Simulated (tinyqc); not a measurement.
MP2 on RHF in the sto-3g basis, frozen core, for BeH2, spin multiplicity 1, step by step. Computed by tinyqc, a small Python program that keeps every step (integrals from PySCF). Settings: charge = 0, multiplicity = 1, basis = sto-3g, method = RHF, frozen orbitals = 1, energy threshold = 1e-10, iteration cap = 50, orthogonalisation = canonical, start = atomic densities, DIIS depth = 6. Command: `OMP_NUM_THREADS=1 python tinyqc.py 24761 24762 out.jsonl` (the two numbers bound the seeds that draw the settings). One thread of a shared host (Intel(R) Xeon(R) Processor @ 2.60GHz), about 0.1 s of CPU time with the checks. The early iterations of the SCF are left out here.

## One-electron integrals

Geometry (angstrom):
```
atom         x          y         z
Be    0.000000   0.000000  0.000000
H     0.000000   1.515000  0.075000
H     0.000000  -1.515000  0.075000
```

Basis sto-3g: exponents (1/bohr^2) and contraction coefficients of normalised primitives:
```
element  l (shell)   exponent  coefficient
Be           s (1)  30.167871     0.154329
Be           s (1)   5.495115     0.535328
Be           s (1)   1.487193     0.444635
Be           s (2)   1.314833    -0.099967
Be           s (2)   0.305539     0.399513
Be           s (2)   0.099371     0.700115
Be           p (3)   1.314833     0.155916
Be           p (3)   0.305539     0.607684
Be           p (3)   0.099371     0.391957
H            s (1)   3.425251     0.154329
H            s (1)   0.623914     0.535328
H            s (1)   0.168855     0.444635
```

Overlap, kinetic and nuclear-attraction integrals over the contracted functions; the nuclear repulsion is the sum of Za Zb / Rab.

nuclear repulsion = 2.96556324 hartree

overlap S, order 1Be 1s, 1Be 2s, 1Be 2px, 1Be 2py, 1Be 2pz, 2H 1s, 3H 1s:
```
[[1.000000, 0.259517, 0.000000, 0.000000, 0.000000, 0.047107, 0.047107],
 [0.259517, 1.000000, 0.000000, 0.000000, 0.000000, 0.390558, 0.390558],
 [0.000000, 0.000000, 1.000000, 0.000000, 0.000000, 0.000000, 0.000000],
 [0.000000, 0.000000, 0.000000, 1.000000, 0.000000, 0.470939, -0.470939],
 [0.000000, 0.000000, 0.000000, 0.000000, 1.000000, 0.023314, 0.023314],
 [0.047107, 0.390558, 0.000000, 0.470939, 0.023314, 1.000000, 0.017138],
 [0.047107, 0.390558, 0.000000, -0.470939, 0.023314, 0.017138, 1.000000]]
```

kinetic energy T (hartree), order 1Be 1s, 1Be 2s, 1Be 2px, 1Be 2py, 1Be 2pz, 2H 1s, 3H 1s:
```
[[6.693975, -0.033012, 0.000000, 0.000000, 0.000000, -0.012907, -0.012907],
 [-0.033012, 0.211111, 0.000000, 0.000000, 0.000000, 0.044658, 0.044658],
 [0.000000, 0.000000, 0.660592, 0.000000, 0.000000, 0.000000, 0.000000],
 [0.000000, 0.000000, 0.000000, 0.660592, 0.000000, 0.138802, -0.138802],
 [0.000000, 0.000000, 0.000000, 0.000000, 0.660592, 0.006871, 0.006871],
 [-0.012907, 0.044658, 0.000000, 0.138802, 0.006871, 0.760032, -0.006382],
 [-0.012907, 0.044658, 0.000000, -0.138802, 0.006871, -0.006382, 0.760032]]
```

nuclear attraction V (hartree), order 1Be 1s, 1Be 2s, 1Be 2px, 1Be 2py, 1Be 2pz, 2H 1s, 3H 1s:
```
[[-15.258821, -2.080318, 0.000000, 0.000000, -0.001389, -0.375876, -0.375876],
 [-2.080318, -2.983552, 0.000000, 0.000000, -0.012638, -1.082584, -1.082584],
 [0.000000, 0.000000, -2.900579, 0.000000, 0.000000, 0.000000, 0.000000],
 [0.000000, 0.000000, 0.000000, -3.093723, 0.000000, -1.272673, 1.272673],
 [-0.001389, -0.012638, 0.000000, 0.000000, -2.901052, -0.064119, -0.064119],
 [-0.375876, -1.082584, 0.000000, -1.272673, -0.064119, -2.791465, -0.056566],
 [-0.375876, -1.082584, 0.000000, 1.272673, -0.064119, -0.056566, -2.791465]]
```

core Hamiltonian H = T + V (hartree), order 1Be 1s, 1Be 2s, 1Be 2px, 1Be 2py, 1Be 2pz, 2H 1s, 3H 1s:
```
[[-8.564847, -2.113331, 0.000000, 0.000000, -0.001389, -0.388783, -0.388783],
 [-2.113331, -2.772441, 0.000000, 0.000000, -0.012638, -1.037926, -1.037926],
 [0.000000, 0.000000, -2.239987, 0.000000, 0.000000, 0.000000, 0.000000],
 [0.000000, 0.000000, 0.000000, -2.433132, 0.000000, -1.133871, 1.133871],
 [-0.001389, -0.012638, 0.000000, 0.000000, -2.240460, -0.057248, -0.057248],
 [-0.388783, -1.037926, 0.000000, -1.133871, -0.057248, -2.031433, -0.062948],
 [-0.388783, -1.037926, 0.000000, 1.133871, -0.057248, -0.062948, -2.031433]]
```

## Two-electron integrals

Functions are numbered as in S; the eight-fold symmetry (ij|kl) = (ji|kl) = (kl|ij) leaves the list below.

Two-electron integrals (ij|kl) in chemists' order, unique and non-zero (hartree):
```
(11|11) 2.298831    (21|11) 0.392036    (21|21) 0.079539    (22|11) 0.570988
(22|21) 0.143041    (22|22) 0.417683    (31|31) 0.014607    (32|31) 0.021888
(32|32) 0.092265    (33|11) 0.569578    (33|21) 0.143083    (33|22) 0.417589
(33|33) 0.449859    (41|41) 0.014607    (42|41) 0.021888    (42|42) 0.092265
(43|43) 0.024249    (44|11) 0.569578    (44|21) 0.143083    (44|22) 0.417589
(44|33) 0.401360    (44|44) 0.449859    (51|51) 0.014607    (52|51) 0.021888
(52|52) 0.092265    (53|53) 0.024249    (54|54) 0.024249    (55|11) 0.569578
(55|21) 0.143083    (55|22) 0.417589    (55|33) 0.401360    (55|44) 0.401360
(55|55) 0.449859    (61|11) 0.070262    (61|21) 0.014248    (61|22) 0.025846
(61|33) 0.025666    (61|41) 0.001255    (61|42) 0.002372    (61|44) 0.026217
(61|51) 0.000062    (61|52) 0.000117    (61|54) 0.000027    (61|55) 0.025667
(61|61) 0.002676    (62|11) 0.179231    (62|21) 0.045604    (62|22) 0.146226
(62|33) 0.140576    (62|41) 0.005947    (62|42) 0.037277    (62|44) 0.157350
(62|51) 0.000294    (62|52) 0.001845    (62|54) 0.000830    (62|55) 0.140618
(62|61) 0.009039    (62|62) 0.077861    (63|31) 0.004071    (63|32) 0.019338
(63|43) 0.006361    (63|53) 0.000315    (63|63) 0.006913    (64|11) 0.195374
(64|21) 0.050298    (64|22) 0.169022    (64|33) 0.159017    (64|41) 0.009610
(64|42) 0.057812    (64|44) 0.188820    (64|51) 0.000274    (64|52) 0.001905
(64|54) 0.001160    (64|55) 0.159059    (64|61) 0.010389    (64|62) 0.102109
(64|64) 0.137884    (65|11) 0.009672    (65|21) 0.002490    (65|22) 0.008367
(65|33) 0.007872    (65|41) 0.000274    (65|42) 0.001905    (65|44) 0.008718
(65|51) 0.004084    (65|52) 0.019432    (65|54) 0.006403    (65|55) 0.008504
(65|61) 0.000514    (65|62) 0.005055    (65|64) 0.006484    (65|65) 0.007234
(66|11) 0.347291    (66|21) 0.089917    (66|22) 0.323763    (66|33) 0.300473
(66|41) 0.013384    (66|42) 0.109548    (66|44) 0.369898    (66|51) 0.000663
(66|52) 0.005423    (66|54) 0.003437    (66|55) 0.300643    (66|61) 0.018226
(66|62) 0.221378    (66|64) 0.307533    (66|65) 0.015224    (66|66) 0.774606
(71|11) 0.070262    (71|21) 0.014248    (71|22) 0.025846    (71|33) 0.025666
(71|41) -0.001255   (71|42) -0.002372   (71|44) 0.026217    (71|51) 0.000062
(71|52) 0.000117    (71|54) -0.000027   (71|55) 0.025667    (71|61) 0.002445
(71|62) 0.007631    (71|64) 0.008134    (71|65) 0.000438    (71|66) 0.014904
(71|71) 0.002676    (72|11) 0.179231    (72|21) 0.045604    (72|22) 0.146226
(72|33) 0.140576    (72|41) -0.005947   (72|42) -0.037277   (72|44) 0.157350
(72|51) 0.000294    (72|52) 0.001845    (72|54) -0.000830   (72|55) 0.140618
(72|61) 0.007631    (72|62) 0.039371    (72|64) 0.041835    (72|65) 0.002528
(72|66) 0.082251    (72|71) 0.009039    (72|72) 0.077861    (73|31) 0.004071
(73|32) 0.019338    (73|43) -0.006361   (73|53) 0.000315    (73|63) 0.002712
(73|73) 0.006913    (74|11) -0.195374   (74|21) -0.050298   (74|22) -0.169022
(74|33) -0.159017   (74|41) 0.009610    (74|42) 0.057812    (74|44) -0.188820
(74|51) -0.000274   (74|52) -0.001905   (74|54) 0.001160    (74|55) -0.159059
(74|61) -0.008134   (74|62) -0.041835   (74|64) -0.043177   (74|65) -0.002647
(74|66) -0.086901   (74|71) -0.010389   (74|72) -0.102109   (74|74) 0.137884
(75|11) 0.009672    (75|21) 0.002490    (75|22) 0.008367    (75|33) 0.007872
(75|41) -0.000274   (75|42) -0.001905   (75|44) 0.008718    (75|51) 0.004084
(75|52) 0.019432    (75|54) -0.006403   (75|55) 0.008504    (75|61) 0.000438
(75|62) 0.002528    (75|64) 0.002647    (75|65) 0.002871    (75|66) 0.005385
(75|71) 0.000514    (75|72) 0.005055    (75|74) -0.006484   (75|75) 0.007234
(76|11) 0.010622    (76|21) 0.002630    (76|22) 0.007458    (76|33) 0.007351
(76|44) 0.007662    (76|51) 0.000035    (76|52) 0.000173    (76|55) 0.007357
(76|61) 0.000477    (76|62) 0.002681    (76|64) 0.003143    (76|65) 0.000191
(76|66) 0.006089    (76|71) 0.000477    (76|72) 0.002681    (76|74) -0.003143
(76|75) 0.000191    (76|76) 0.000135    (77|11) 0.347291    (77|21) 0.089917
(77|22) 0.323763    (77|33) 0.300473    (77|41) -0.013384   (77|42) -0.109548
(77|44) 0.369898    (77|51) 0.000663    (77|52) 0.005423    (77|54) -0.003437
(77|55) 0.300643    (77|61) 0.014904    (77|62) 0.082251    (77|64) 0.086901
(77|65) 0.005385    (77|66) 0.174637    (77|71) 0.018226    (77|72) 0.221378
(77|74) -0.307533   (77|75) 0.015224    (77|76) 0.006089    (77|77) 0.774606
```

## Orthogonalisation

S = U s U^T; canonical form X = U s^(-1/2), so that X^T S X = 1. Each column of U has its largest component positive (the first on a tie).

eigenvalues of S: [0.325368, 0.419600, 0.948288, 1.000000, 1.003779, 1.645471, 1.657494]

X, order 1Be 1s, 1Be 2s, 1Be 2px, 1Be 2py, 1Be 2pz, 2H 1s, 3H 1s:
```
[[0.000000, -0.385387, 0.898201, 0.000000, -0.235418, 0.266658, 0.000000],
 [0.000000, 1.116631, -0.072379, 0.000000, -0.031768, 0.534920, 0.000000],
 [0.000000, 0.000000, 0.000000, 1.000000, 0.000000, 0.000000, 0.000000],
 [1.231646, 0.000000, 0.000000, 0.000000, 0.000000, 0.000000, 0.552758],
 [0.000000, 0.056369, 0.264757, 0.000000, 0.963129, 0.025531, 0.000000],
 [-0.882182, -0.701661, -0.293626, 0.000000, 0.078061, 0.353434, 0.385862],
 [0.882182, -0.701661, -0.293626, 0.000000, 0.078061, 0.353434, -0.385862]]
```

## Iteration 7 (converged): orbitals

converged F (hartree), order 1Be 1s, 1Be 2s, 1Be 2px, 1Be 2py, 1Be 2pz, 2H 1s, 3H 1s:
```
[[-4.526824, -1.289191, 0.000000, 0.000000, 0.001150, -0.241765, -0.241765],
 [-1.289191, -0.601579, 0.000000, 0.000000, -0.008990, -0.353966, -0.353966],
 [0.000000, 0.000000, 0.213896, 0.000000, 0.000000, 0.000000, 0.000000],
 [0.000000, 0.000000, 0.000000, -0.164476, 0.000000, -0.309434, 0.309434],
 [0.001150, -0.008990, 0.000000, 0.000000, 0.213306, -0.011957, -0.011957],
 [-0.241765, -0.353966, 0.000000, -0.309434, -0.011957, -0.247872, -0.020468],
 [-0.241765, -0.353966, 0.000000, 0.309434, -0.011957, -0.020468, -0.247872]]
```

Diagonalise F' = X^T F X, C = X C', fill 3 alpha and 3 beta electrons from the bottom; D = 2 C_occ C_occ^T. Each column has its largest component positive (the first on a tie).

F' = X^T F X (hartree):
```
[[0.741389, 0.000000, 0.000000, 0.000000, 0.000000, 0.000000, 0.050508],
 [0.000000, 0.272129, 0.627584, 0.000000, -0.162127, 0.263258, 0.000000],
 [0.000000, 0.627584, -3.289362, 0.000000, 0.975301, -1.587876, 0.000000],
 [0.000000, 0.000000, 0.000000, 0.213896, 0.000000, 0.000000, 0.000000],
 [0.000000, -0.162127, 0.975301, 0.000000, -0.058462, 0.454136, 0.000000],
 [0.000000, 0.263258, -1.587876, 0.000000, 0.454136, -1.288188, 0.000000],
 [0.050508, 0.000000, 0.000000, 0.000000, 0.000000, 0.000000, -0.381964]]
```

orbital energies (hartree): [-4.530199, -0.425812, -0.384231, 0.212471, 0.213896, 0.379658, 0.743656]

coefficients C, order 1Be 1s, 1Be 2s, 1Be 2px, 1Be 2py, 1Be 2pz, 2H 1s, 3H 1s:
```
[[0.991830, -0.214068, 0.000000, 0.027388, 0.000000, -0.226963, 0.000000],
 [0.031360, 0.597237, 0.000000, -0.116879, 0.000000, 1.080702, 0.000000],
 [0.000000, 0.000000, 0.000000, 0.000000, 1.000000, 0.000000, 0.000000],
 [0.000000, 0.000000, 0.496992, 0.000000, 0.000000, 0.000000, 1.255186],
 [-0.000033, 0.011279, 0.000000, 0.992747, 0.000000, 0.125972, 0.000000],
 [-0.003746, 0.392311, 0.425019, 0.056530, 0.000000, -0.743260, -0.863999],
 [-0.003746, 0.392311, -0.425019, 0.056530, 0.000000, -0.743260, 0.863999]]
```

D after iteration 7, order 1Be 1s, 1Be 2s, 1Be 2px, 1Be 2py, 1Be 2pz, 2H 1s, 3H 1s:
```
[[2.059106, -0.193492, 0.000000, 0.000000, -0.004894, -0.175393, -0.175393],
 [-0.193492, 0.715351, 0.000000, 0.000000, 0.013470, 0.468370, 0.468370],
 [0.000000, 0.000000, 0.000000, 0.000000, 0.000000, 0.000000, 0.000000],
 [0.000000, 0.000000, 0.000000, 0.494003, 0.000000, 0.422462, -0.422462],
 [-0.004894, 0.013470, 0.000000, 0.000000, 0.000254, 0.008850, 0.008850],
 [-0.175393, 0.468370, 0.000000, 0.422462, 0.008850, 0.669126, -0.053439],
 [-0.175393, 0.468370, 0.000000, -0.422462, 0.008850, -0.053439, 0.669126]]
```

## Convergence

Stop when the energy changes by less than 1e-10 hartree and every element of the error matrix X^T (F D S - S D F) X is below 3e-06.

Course of the cycle:
```
iteration   E (hartree)     change  largest element of the error matrix
1          -15.31217246          -                             3.53e-01
2          -15.50930182  -1.97e-01                             1.46e-01
3          -15.52689504  -1.76e-02                             2.29e-02
4          -15.52765555  -7.61e-04                             8.62e-04
5          -15.52765669  -1.14e-06                             1.10e-04
6          -15.52765672  -2.64e-08                             5.68e-06
7          -15.52765672  -4.79e-11                             4.62e-07
```

PySCF RHF in the same basis = -15.52765672 hartree

Converged in 7 iterations.

## Integrals over molecular orbitals

(pq|rs) = sum C_ip C_jq C_kr C_ls (ij|kl), one index at a time.

one-electron integrals over orbitals h = C^T H C (hartree):
```
[[-8.553461, 0.210965, 0.000000, -0.027805, 0.000000, 0.201400, 0.000000],
 [0.210965, -2.329315, 0.000000, 0.012625, 0.000000, -0.230847, 0.000000],
 [0.000000, 0.000000, -2.270202, 0.000000, 0.000000, 0.000000, -0.308132],
 [-0.027805, 0.012625, 0.000000, -2.237202, 0.000000, -0.030114, 0.000000],
 [0.000000, 0.000000, 0.000000, 0.000000, -2.239987, 0.000000, 0.000000],
 [0.201400, -0.230847, 0.000000, -0.030114, 0.000000, -1.901473, 0.000000],
 [0.000000, 0.000000, -0.308132, 0.000000, 0.000000, 0.000000, -1.853665]]
```

Two-electron integrals over orbitals (pq|rs), unique and non-zero (hartree); the lowest 1 orbital is frozen and left out:
```
(22|22) 0.379027    (32|32) 0.159923    (33|22) 0.391109    (33|33) 0.414400
(42|22) 0.004713    (42|33) 0.005673    (42|42) 0.047848    (43|32) 0.007889
(43|43) 0.013487    (44|22) 0.356001    (44|33) 0.339344    (44|42) -0.015851
(44|44) 0.450722    (52|52) 0.047710    (53|53) 0.012882    (54|52) -0.005155
(54|54) 0.024676    (55|22) 0.356537    (55|33) 0.339394    (55|42) -0.005748
(55|44) 0.400953    (55|55) 0.449859    (62|22) -0.016116   (62|33) -0.041674
(62|42) -0.002591   (62|44) 0.062592    (62|55) 0.064397    (62|62) 0.081853
(63|32) -0.092050   (63|43) -0.006643   (63|63) 0.085600    (64|22) 0.001254
(64|33) -0.002441   (64|42) 0.044452    (64|44) -0.001904   (64|55) 0.004462
(64|62) 0.012914    (64|64) 0.048035    (65|52) 0.046477    (65|54) -0.003301
(65|65) 0.049291    (66|22) 0.380869    (66|33) 0.391463    (66|42) 0.014126
(66|44) 0.353941    (66|55) 0.356037    (66|62) -0.026854   (66|64) 0.008828
(66|66) 0.399405    (72|32) -0.040117   (72|43) -0.006539   (72|63) 0.061991
(72|72) 0.057109    (73|22) -0.000459   (73|33) -0.018179   (73|42) -0.009096
(73|44) 0.067888    (73|55) 0.068197    (73|62) 0.077094    (73|64) 0.006158
(73|66) -0.021194   (73|73) 0.086275    (74|32) -0.015092   (74|43) 0.012605
(74|63) 0.009477    (74|72) 0.002817    (74|74) 0.018391    (75|53) 0.013366
(75|75) 0.016881    (76|32) 0.139521    (76|43) 0.008738    (76|63) -0.091271
(76|72) -0.048900   (76|74) -0.013006   (76|76) 0.135894    (77|22) 0.405517
(77|33) 0.422224    (77|42) 0.001208    (77|44) 0.380547    (77|55) 0.380165
(77|62) -0.022119   (77|64) -0.003181   (77|66) 0.414948    (77|73) 0.000976
(77|77) 0.460617
```

## Second-order Moller-Plesset energy

Hartree-Fock energy = -15.52765672 hartree

E2 = sum_ijab (ia|jb) [2 (ia|jb) - (ib|ja)] / (e_i + e_j - e_a - e_b) over occupied i, j and virtual a, b; the opposite-spin part is (ia|jb)^2 / denominator, the rest is same-spin, and SCS-MP2 scales them by 6/5 and 1/3.

Terms:
```
i  j  a  b    (ia|jb)    (ib|ja)  denominator       term
3  3  6  6   0.085600   0.085600    -1.527779  -0.004796
2  2  6  6   0.081853   0.081853    -1.610941  -0.004159
2  3  6  7   0.077094   0.061991    -1.933357  -0.003676
3  2  7  6   0.077094   0.061991    -1.933357  -0.003676
3  3  7  7   0.086275   0.086275    -2.255773  -0.003300
2  2  4  4   0.047848   0.047848    -1.276566  -0.001793
2  2  5  5   0.047710   0.047710    -1.279415  -0.001779
3  2  6  7   0.061991   0.077094    -1.933357  -0.001503
2  3  7  6   0.061991   0.077094    -1.933357  -0.001503
2  2  7  7   0.057109   0.057109    -2.338936  -0.001394
3  3  4  4   0.013487   0.013487    -1.193403  -0.000152
3  3  5  5   0.012882   0.012882    -1.196253  -0.000139
2  3  4  7  -0.009096  -0.006539    -1.766169  -0.000060
3  2  7  4  -0.009096  -0.006539    -1.766169  -0.000060
3  3  4  6  -0.006643  -0.006643    -1.360591  -0.000032
3  3  6  4  -0.006643  -0.006643    -1.360591  -0.000032
3  2  4  7  -0.006539  -0.009096    -1.766169  -0.000015
2  3  7  4  -0.006539  -0.009096    -1.766169  -0.000015
2  2  4  6  -0.002591  -0.002591    -1.443753  -4.65e-06
2  2  6  4  -0.002591  -0.002591    -1.443753  -4.65e-06
```

Pair energies (hartree; pair i-j sums ij and ji):
```
pair  opposite spin  same spin
2-2       -0.009135          0
3-2       -0.010266  -0.000243
3-3       -0.008452          0
```

MP2 correlation energy = -0.02809626 hartree

SCS-MP2 correlation energy = -0.03350459 hartree

MP2 total energy = -15.55575298 hartree
